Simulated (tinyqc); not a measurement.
Threshold-voltage variability of a planar MOSFET, analytic estimates: course of the iteration: margin in standard deviations for the wanted yield.

Three independent sources add in quadrature: random dopants in the depleted layer, metal-gate grains of two orientations, and roughness of the two gate edges acting through the roll-off VT = VT(long) - Vr exp(-L/l). These are first-order estimates: no three-dimensional electrostatics, no percolation.

Cells fail independently with probability Q(k) = erfc(k/sqrt(2))/2 when the margin is k standard deviations, and Y = exp(-Nb Q(k)). phi = exp(-k^2/2)/sqrt(2 pi). Newton steps on Q(k) + ln(Y)/Nb = 0: k(new) = k + (Q + ln(Y)/Nb)/phi.

Stop when k changes by less than 1e-9, or after 10 iterations.

Parameters, values chosen for the exercise: number of cells Nb = 33554432; wanted yield Y = 0.45.

k at the start = 2

Course of the iteration:
```
iteration        k  |change|
1          2.42137     0.421
2          2.78484     0.363
3          3.10910     0.324
4          3.40454     0.295
5          3.67764     0.273
6          3.93274     0.255
7          4.17290     0.240
8          4.40029     0.227
9          4.61632     0.216
10         4.82142     0.205
```

Did this iteration meet its convergence test, and what does its course show?

No. Not converged within 10 iterations. The steps shrink slowly, from 0.42 to 0.21: far from the root Q/phi is about 1/k, so each step lowers Q by only a factor of about e, and the root lies at 5.460. A rerun with Newton steps on ln Q from the same start converges in 6 iterations.

Range of the model: gI s exceeds 0.2, so the linear formula for the current mismatch is only a rough guide.

tinyqc, about 0.01 s, one thread, Intel Xeon 2.30GHz (shared host): `OMP_NUM_THREADS=1 python tinyqc.py 2090036 2090037 out.jsonl`
